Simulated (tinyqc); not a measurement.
Worked calculation (part 3 of 3): UHF in the 6-31g basis, for H4, spin multiplicity 3. This run ends on a higher stationary point, not on the lowest solution. Computed by tinyqc, a small Python program that keeps every step (integrals from PySCF). Command: `OMP_NUM_THREADS=1 python tinyqc.py 30177 30178 out.jsonl` (the two numbers bound the seeds that draw the settings). One thread of a shared host (Intel(R) Xeon(R) Processor @ 2.60GHz), about 0.1 s of CPU time with the checks.

Geometry (angstrom):
```
atom        x        y        z
H     0.00000  0.00000  0.00000
H     0.00000  0.00000  1.55400
H     0.00000  1.41400  0.00000
H     0.00000  1.41400  1.55400
```

## Iteration 2: diagonalisation and new density

extrapolated F(alpha) (hartree), order 1H 1s, 1H 2s, 2H 1s, 2H 2s, 3H 1s, 3H 2s, 4H 1s, 4H 2s:
```
[[-0.03850, -0.50069, -0.14904, -0.25378, -0.19971, -0.29474, 0.01682, -0.09717],
 [-0.50069, -0.40742, -0.25378, -0.30727, -0.29474, -0.33905, -0.09717, -0.20638],
 [-0.14904, -0.25378, -0.03850, -0.50069, 0.01682, -0.09717, -0.19971, -0.29474],
 [-0.25378, -0.30727, -0.50069, -0.40742, -0.09717, -0.20638, -0.29474, -0.33905],
 [-0.19971, -0.29474, 0.01682, -0.09717, -0.03850, -0.50069, -0.14904, -0.25378],
 [-0.29474, -0.33905, -0.09717, -0.20638, -0.50069, -0.40742, -0.25378, -0.30727],
 [0.01682, -0.09717, -0.19971, -0.29474, -0.14904, -0.25378, -0.03850, -0.50069],
 [-0.09717, -0.20638, -0.29474, -0.33905, -0.25378, -0.30727, -0.50069, -0.40742]]
```

extrapolated F(beta) (hartree), order 1H 1s, 1H 2s, 2H 1s, 2H 2s, 3H 1s, 3H 2s, 4H 1s, 4H 2s:
```
[[0.32690, -0.23507, -0.13284, -0.19864, -0.16140, -0.21409, -0.06860, -0.15231],
 [-0.23507, -0.17733, -0.19864, -0.23215, -0.21409, -0.23880, -0.15231, -0.23053],
 [-0.13284, -0.19864, 0.32690, -0.23507, -0.06860, -0.15231, -0.16140, -0.21409],
 [-0.19864, -0.23215, -0.23507, -0.17733, -0.15231, -0.23053, -0.21409, -0.23880],
 [-0.16140, -0.21409, -0.06860, -0.15231, 0.32690, -0.23507, -0.13284, -0.19864],
 [-0.21409, -0.23880, -0.15231, -0.23053, -0.23507, -0.17733, -0.19864, -0.23215],
 [-0.06860, -0.15231, -0.16140, -0.21409, -0.13284, -0.19864, 0.32690, -0.23507],
 [-0.15231, -0.23053, -0.21409, -0.23880, -0.19864, -0.23215, -0.23507, -0.17733]]
```

X, order 1H 1s, 1H 2s, 2H 1s, 2H 2s, 3H 1s, 3H 2s, 4H 1s, 4H 2s:
```
[[-0.47895, -0.58807, -0.61014, 0.69398, 0.47523, 0.34281, 0.31135, 0.14929],
 [1.34514, 0.78538, 0.74044, -0.42778, 0.16921, 0.25668, 0.25656, 0.24219],
 [0.47895, -0.58807, 0.61014, 0.69398, -0.47523, 0.34281, -0.31135, 0.14929],
 [-1.34514, 0.78538, -0.74044, -0.42778, -0.16921, 0.25668, -0.25656, 0.24219],
 [0.47895, 0.58807, -0.61014, 0.69398, -0.47523, -0.34281, 0.31135, 0.14929],
 [-1.34514, -0.78538, 0.74044, -0.42778, -0.16921, -0.25668, 0.25656, 0.24219],
 [-0.47895, 0.58807, 0.61014, 0.69398, 0.47523, -0.34281, -0.31135, 0.14929],
 [1.34514, -0.78538, -0.74044, -0.42778, 0.16921, -0.25668, -0.25656, 0.24219]]
```

Diagonalise F' = X^T F X, C = X C', fill 3 alpha and 1 beta electrons from the bottom; D(s) = C_occ C_occ^T. Each column has its largest component positive (the first on a tie).

F' = X^T F X (alpha) (hartree):
```
[[0.78979, 0.00000, 0.00000, 0.00000, -0.37834, 0.00000, 0.00000, 0.00000],
 [0.00000, 0.91559, 0.00000, 0.00000, 0.00000, -0.30430, 0.00000, 0.00000],
 [0.00000, 0.00000, 0.93803, 0.00000, 0.00000, 0.00000, -0.22792, 0.00000],
 [0.00000, 0.00000, 0.00000, 1.08663, 0.00000, 0.00000, 0.00000, -0.10915],
 [-0.37834, 0.00000, 0.00000, 0.00000, 0.26746, 0.00000, 0.00000, 0.00000],
 [0.00000, -0.30430, 0.00000, 0.00000, 0.00000, -0.30202, 0.00000, 0.00000],
 [0.00000, 0.00000, -0.22792, 0.00000, 0.00000, 0.00000, -0.38645, 0.00000],
 [0.00000, 0.00000, 0.00000, -0.10915, 0.00000, 0.00000, 0.00000, -0.66029]]
```

orbital energies (alpha) (hartree): [-0.66708, -0.42457, -0.37383, 0.06889, 0.97615, 0.98740, 0.98835, 1.09342]

coefficients C (alpha), order 1H 1s, 1H 2s, 2H 1s, 2H 2s, 3H 1s, 3H 2s, 4H 1s, 4H 2s:
```
[[0.19211, 0.20643, 0.19857, 0.19823, -0.65315, -0.65109, -0.64494, 0.68336],
 [0.21515, 0.37520, 0.43021, 0.77493, 0.68797, 0.70543, 1.11244, -0.44200],
 [0.19211, -0.20643, 0.19857, -0.19823, 0.65315, -0.65109, 0.64494, 0.68336],
 [0.21515, -0.37520, 0.43021, -0.77493, -0.68797, 0.70543, -1.11244, -0.44200],
 [0.19211, 0.20643, -0.19857, -0.19823, -0.65315, 0.65109, 0.64494, 0.68336],
 [0.21515, 0.37520, -0.43021, -0.77493, 0.68797, -0.70543, -1.11244, -0.44200],
 [0.19211, -0.20643, -0.19857, 0.19823, 0.65315, 0.65109, -0.64494, 0.68336],
 [0.21515, -0.37520, -0.43021, 0.77493, -0.68797, -0.70543, 1.11244, -0.44200]]
```

F' = X^T F X (beta) (hartree):
```
[[0.83295, 0.00000, 0.00000, 0.00000, -0.38900, 0.00000, 0.00000, 0.00000],
 [0.00000, 0.98294, 0.00000, 0.00000, 0.00000, -0.32553, 0.00000, 0.00000],
 [0.00000, 0.00000, 1.00346, 0.00000, 0.00000, 0.00000, -0.27252, 0.00000],
 [0.00000, 0.00000, 0.00000, 1.18772, 0.00000, 0.00000, 0.00000, 0.01580],
 [-0.38900, 0.00000, 0.00000, 0.00000, 0.52269, 0.00000, 0.00000, 0.00000],
 [0.00000, -0.32553, 0.00000, 0.00000, 0.00000, 0.16773, 0.00000, 0.00000],
 [0.00000, 0.00000, -0.27252, 0.00000, 0.00000, 0.00000, 0.09177, 0.00000],
 [0.00000, 0.00000, 0.00000, 0.01580, 0.00000, 0.00000, 0.00000, -0.44084]]
```

orbital energies (beta) (hartree): [-0.44099, 0.01652, 0.05370, 0.25902, 1.07872, 1.09661, 1.09698, 1.18787]

coefficients C (beta), order 1H 1s, 1H 2s, 2H 1s, 2H 2s, 3H 1s, 3H 2s, 4H 1s, 4H 2s:
```
[[0.14256, 0.13772, 0.12911, 0.12467, 0.67101, -0.66310, 0.66834, 0.69539],
 [0.24633, 0.44439, 0.50191, 0.89478, -0.64544, 1.01853, -0.65635, -0.42542],
 [0.14256, -0.13772, 0.12911, -0.12467, -0.67101, 0.66310, 0.66834, 0.69539],
 [0.24633, -0.44439, 0.50191, -0.89478, 0.64544, -1.01853, -0.65635, -0.42542],
 [0.14256, 0.13772, -0.12911, -0.12467, 0.67101, 0.66310, -0.66834, 0.69539],
 [0.24633, 0.44439, -0.50191, -0.89478, -0.64544, -1.01853, 0.65635, -0.42542],
 [0.14256, -0.13772, -0.12911, 0.12467, -0.67101, -0.66310, -0.66834, 0.69539],
 [0.24633, -0.44439, -0.50191, 0.89478, 0.64544, 1.01853, 0.65635, -0.42542]]
```

D(alpha) after iteration 2, order 1H 1s, 1H 2s, 2H 1s, 2H 2s, 3H 1s, 3H 2s, 4H 1s, 4H 2s:
```
[[0.11895, 0.20422, 0.03373, 0.04931, 0.04009, 0.03336, -0.04514, -0.12155],
 [0.20422, 0.37215, 0.04931, 0.09060, 0.03336, 0.00198, -0.12155, -0.27957],
 [0.03373, 0.04931, 0.11895, 0.20422, -0.04514, -0.12155, 0.04009, 0.03336],
 [0.04931, 0.09060, 0.20422, 0.37215, -0.12155, -0.27957, 0.03336, 0.00198],
 [0.04009, 0.03336, -0.04514, -0.12155, 0.11895, 0.20422, 0.03373, 0.04931],
 [0.03336, 0.00198, -0.12155, -0.27957, 0.20422, 0.37215, 0.04931, 0.09060],
 [-0.04514, -0.12155, 0.04009, 0.03336, 0.03373, 0.04931, 0.11895, 0.20422],
 [-0.12155, -0.27957, 0.03336, 0.00198, 0.04931, 0.09060, 0.20422, 0.37215]]
```

D(beta) after iteration 2, order 1H 1s, 1H 2s, 2H 1s, 2H 2s, 3H 1s, 3H 2s, 4H 1s, 4H 2s:
```
[[0.02032, 0.03512, 0.02032, 0.03512, 0.02032, 0.03512, 0.02032, 0.03512],
 [0.03512, 0.06068, 0.03512, 0.06068, 0.03512, 0.06068, 0.03512, 0.06068],
 [0.02032, 0.03512, 0.02032, 0.03512, 0.02032, 0.03512, 0.02032, 0.03512],
 [0.03512, 0.06068, 0.03512, 0.06068, 0.03512, 0.06068, 0.03512, 0.06068],
 [0.02032, 0.03512, 0.02032, 0.03512, 0.02032, 0.03512, 0.02032, 0.03512],
 [0.03512, 0.06068, 0.03512, 0.06068, 0.03512, 0.06068, 0.03512, 0.06068],
 [0.02032, 0.03512, 0.02032, 0.03512, 0.02032, 0.03512, 0.02032, 0.03512],
 [0.03512, 0.06068, 0.03512, 0.06068, 0.03512, 0.06068, 0.03512, 0.06068]]
```

## Iteration 5 (converged): orbitals

converged F(alpha) (hartree), order 1H 1s, 1H 2s, 2H 1s, 2H 2s, 3H 1s, 3H 2s, 4H 1s, 4H 2s:
```
[[-0.03520, -0.49941, -0.14842, -0.25343, -0.19908, -0.29435, 0.01637, -0.09736],
 [-0.49941, -0.40878, -0.25343, -0.30826, -0.29435, -0.34006, -0.09736, -0.20710],
 [-0.14842, -0.25343, -0.03520, -0.49941, 0.01637, -0.09736, -0.19908, -0.29435],
 [-0.25343, -0.30826, -0.49941, -0.40878, -0.09736, -0.20710, -0.29435, -0.34006],
 [-0.19908, -0.29435, 0.01637, -0.09736, -0.03520, -0.49941, -0.14842, -0.25343],
 [-0.29435, -0.34006, -0.09736, -0.20710, -0.49941, -0.40878, -0.25343, -0.30826],
 [0.01637, -0.09736, -0.19908, -0.29435, -0.14842, -0.25343, -0.03520, -0.49941],
 [-0.09736, -0.20710, -0.29435, -0.34006, -0.25343, -0.30826, -0.49941, -0.40878]]
```

converged F(beta) (hartree), order 1H 1s, 1H 2s, 2H 1s, 2H 2s, 3H 1s, 3H 2s, 4H 1s, 4H 2s:
```
[[0.32192, -0.23719, -0.13366, -0.19941, -0.16242, -0.21507, -0.06913, -0.15270],
 [-0.23719, -0.17762, -0.19941, -0.23195, -0.21507, -0.23873, -0.15270, -0.23016],
 [-0.13366, -0.19941, 0.32192, -0.23719, -0.06913, -0.15270, -0.16242, -0.21507],
 [-0.19941, -0.23195, -0.23719, -0.17762, -0.15270, -0.23016, -0.21507, -0.23873],
 [-0.16242, -0.21507, -0.06913, -0.15270, 0.32192, -0.23719, -0.13366, -0.19941],
 [-0.21507, -0.23873, -0.15270, -0.23016, -0.23719, -0.17762, -0.19941, -0.23195],
 [-0.06913, -0.15270, -0.16242, -0.21507, -0.13366, -0.19941, 0.32192, -0.23719],
 [-0.15270, -0.23016, -0.21507, -0.23873, -0.19941, -0.23195, -0.23719, -0.17762]]
```

As before.

F' = X^T F X (alpha) (hartree):
```
[[0.78887, 0.00000, 0.00000, 0.00000, -0.37909, 0.00000, 0.00000, 0.00000],
 [0.00000, 0.91392, 0.00000, 0.00000, 0.00000, -0.30713, 0.00000, 0.00000],
 [0.00000, 0.00000, 0.93676, 0.00000, 0.00000, 0.00000, -0.23084, 0.00000],
 [0.00000, 0.00000, 0.00000, 1.08716, 0.00000, 0.00000, 0.00000, -0.10499],
 [-0.37909, 0.00000, 0.00000, 0.00000, 0.26911, 0.00000, 0.00000, 0.00000],
 [0.00000, -0.30713, 0.00000, 0.00000, 0.00000, -0.29941, 0.00000, 0.00000],
 [0.00000, 0.00000, -0.23084, 0.00000, 0.00000, 0.00000, -0.38419, 0.00000],
 [0.00000, 0.00000, 0.00000, -0.10499, 0.00000, 0.00000, 0.00000, -0.66035]]
```

orbital energies (alpha) (hartree): [-0.66663, -0.42337, -0.37273, 0.06937, 0.97594, 0.98723, 0.98860, 1.09344]

coefficients C (alpha), order 1H 1s, 1H 2s, 2H 1s, 2H 2s, 3H 1s, 3H 2s, 4H 1s, 4H 2s:
```
[[0.19050, 0.20487, 0.19690, 0.19719, -0.65364, -0.65159, -0.64526, 0.68382],
 [0.21620, 0.37684, 0.43202, 0.77673, 0.68707, 0.70432, 1.11118, -0.44149],
 [0.19050, -0.20487, 0.19690, -0.19719, 0.65364, -0.65159, 0.64526, 0.68382],
 [0.21620, -0.37684, 0.43202, -0.77673, -0.68707, 0.70432, -1.11118, -0.44149],
 [0.19050, 0.20487, -0.19690, -0.19719, -0.65364, 0.65159, 0.64526, 0.68382],
 [0.21620, 0.37684, -0.43202, -0.77673, 0.68707, -0.70432, -1.11118, -0.44149],
 [0.19050, -0.20487, -0.19690, 0.19719, 0.65364, 0.65159, -0.64526, 0.68382],
 [0.21620, -0.37684, -0.43202, 0.77673, -0.68707, -0.70432, 1.11118, -0.44149]]
```

F' = X^T F X (beta) (hartree):
```
[[0.83222, 0.00000, 0.00000, 0.00000, -0.38755, 0.00000, 0.00000, 0.00000],
 [0.00000, 0.98141, 0.00000, 0.00000, 0.00000, -0.32327, 0.00000, 0.00000],
 [0.00000, 0.00000, 1.00179, 0.00000, 0.00000, 0.00000, -0.27017, 0.00000],
 [0.00000, 0.00000, 0.00000, 1.18392, 0.00000, 0.00000, 0.00000, 0.01082],
 [-0.38755, 0.00000, 0.00000, 0.00000, 0.51886, 0.00000, 0.00000, 0.00000],
 [0.00000, -0.32327, 0.00000, 0.00000, 0.00000, 0.16452, 0.00000, 0.00000],
 [0.00000, 0.00000, -0.27017, 0.00000, 0.00000, 0.00000, 0.08853, 0.00000],
 [0.00000, 0.00000, 0.00000, 0.01082, 0.00000, 0.00000, 0.00000, -0.44264]]
```

orbital energies (beta) (hartree): [-0.44272, 0.01459, 0.05208, 0.25751, 1.07573, 1.09357, 1.09386, 1.18399]

coefficients C (beta), order 1H 1s, 1H 2s, 2H 1s, 2H 2s, 3H 1s, 3H 2s, 4H 1s, 4H 2s:
```
[[0.14467, 0.13925, 0.13058, 0.12624, 0.67069, -0.66280, 0.66805, 0.69495],
 [0.24503, 0.44292, 0.50046, 0.89236, -0.64645, 1.02065, -0.65746, -0.42616],
 [0.14467, -0.13925, 0.13058, -0.12624, -0.67069, 0.66280, 0.66805, 0.69495],
 [0.24503, -0.44292, 0.50046, -0.89236, 0.64645, -1.02065, -0.65746, -0.42616],
 [0.14467, 0.13925, -0.13058, -0.12624, 0.67069, 0.66280, -0.66805, 0.69495],
 [0.24503, 0.44292, -0.50046, -0.89236, -0.64645, -1.02065, 0.65746, -0.42616],
 [0.14467, -0.13925, -0.13058, 0.12624, -0.67069, -0.66280, -0.66805, 0.69495],
 [0.24503, -0.44292, -0.50046, 0.89236, 0.64645, 1.02065, 0.65746, -0.42616]]
```

D(alpha) after iteration 5, order 1H 1s, 1H 2s, 2H 1s, 2H 2s, 3H 1s, 3H 2s, 4H 1s, 4H 2s:
```
[[0.11703, 0.20345, 0.03309, 0.04905, 0.03949, 0.03332, -0.04445, -0.12109],
 [0.20345, 0.37539, 0.04905, 0.09137, 0.03332, 0.00211, -0.12109, -0.28191],
 [0.03309, 0.04905, 0.11703, 0.20345, -0.04445, -0.12109, 0.03949, 0.03332],
 [0.04905, 0.09137, 0.20345, 0.37539, -0.12109, -0.28191, 0.03332, 0.00211],
 [0.03949, 0.03332, -0.04445, -0.12109, 0.11703, 0.20345, 0.03309, 0.04905],
 [0.03332, 0.00211, -0.12109, -0.28191, 0.20345, 0.37539, 0.04905, 0.09137],
 [-0.04445, -0.12109, 0.03949, 0.03332, 0.03309, 0.04905, 0.11703, 0.20345],
 [-0.12109, -0.28191, 0.03332, 0.00211, 0.04905, 0.09137, 0.20345, 0.37539]]
```

D(beta) after iteration 5, order 1H 1s, 1H 2s, 2H 1s, 2H 2s, 3H 1s, 3H 2s, 4H 1s, 4H 2s:
```
[[0.02093, 0.03545, 0.02093, 0.03545, 0.02093, 0.03545, 0.02093, 0.03545],
 [0.03545, 0.06004, 0.03545, 0.06004, 0.03545, 0.06004, 0.03545, 0.06004],
 [0.02093, 0.03545, 0.02093, 0.03545, 0.02093, 0.03545, 0.02093, 0.03545],
 [0.03545, 0.06004, 0.03545, 0.06004, 0.03545, 0.06004, 0.03545, 0.06004],
 [0.02093, 0.03545, 0.02093, 0.03545, 0.02093, 0.03545, 0.02093, 0.03545],
 [0.03545, 0.06004, 0.03545, 0.06004, 0.03545, 0.06004, 0.03545, 0.06004],
 [0.02093, 0.03545, 0.02093, 0.03545, 0.02093, 0.03545, 0.02093, 0.03545],
 [0.03545, 0.06004, 0.03545, 0.06004, 0.03545, 0.06004, 0.03545, 0.06004]]
```

## Convergence

Stop when the energy changes by less than 1e-08 hartree and every element of the error matrix X^T (F D S - S D F) X (for each spin) is below 3e-05.

Course of the cycle:
```
iteration  E (hartree)     change  largest element of the error matrix
1           -1.9199227          -                             1.72e-01
2           -1.9773727  -5.75e-02                             2.75e-02
3           -1.9791485  -1.78e-03                             3.35e-03
4           -1.9791764  -2.79e-05                             4.01e-05
5           -1.9791764  -2.74e-09                             6.27e-06
```

PySCF UHF in the same basis, after a stability check = -1.9797510 hartree

Converged in 5 iterations. But the solution lies 0.00057 hartree above the reference: it is another stationary point, not the lowest one. Reruns (cap 100 unless said): DIIS 8: converged in 5 to a higher stationary point; damping 0.5: converged in 24 to a higher stationary point; level shift 0.5: converged in 12 to a higher stationary point; atomic densities as start, DIIS 8: converged in 6 to a higher stationary point.

## Populations, bond orders and dipole

overlap S, order 1H 1s, 1H 2s, 2H 1s, 2H 2s, 3H 1s, 3H 2s, 4H 1s, 4H 2s:
```
[[1.00000, 0.65829, 0.04486, 0.21219, 0.07381, 0.25775, 0.00433, 0.08334],
 [0.65829, 1.00000, 0.21219, 0.49887, 0.25775, 0.56228, 0.08334, 0.28050],
 [0.04486, 0.21219, 1.00000, 0.65829, 0.00433, 0.08334, 0.07381, 0.25775],
 [0.21219, 0.49887, 0.65829, 1.00000, 0.08334, 0.28050, 0.25775, 0.56228],
 [0.07381, 0.25775, 0.00433, 0.08334, 1.00000, 0.65829, 0.04486, 0.21219],
 [0.25775, 0.56228, 0.08334, 0.28050, 0.65829, 1.00000, 0.21219, 0.49887],
 [0.00433, 0.08334, 0.07381, 0.25775, 0.04486, 0.21219, 1.00000, 0.65829],
 [0.08334, 0.28050, 0.25775, 0.56228, 0.21219, 0.49887, 0.65829, 1.00000]]
```

Mulliken: Z minus the diagonal of D S on the atom; Loewdin: the same with S^(1/2) D S^(1/2); Mayer order: 2 sum_s sum (D(s) S)_ij (D(s) S)_ji over the two atoms.

Charges (e):
```
atom  Mulliken  Loewdin  Mulliken spin
1H           0        0        0.50000
2H           0        0        0.50000
3H     0.00000        0        0.50000
4H     0.00000        0        0.50000
```

Mayer bond orders:
```
pair    order
2-1   0.25561
3-1   0.24383
3-2   0.21664
4-1   0.21664
4-2   0.24383
4-3   0.25561
```

dipole moment about the origin, x y z (debye): [0.00000, 0.00000, 0.00000]

<S^2> of the determinant (pure state: 2) = 2.00441
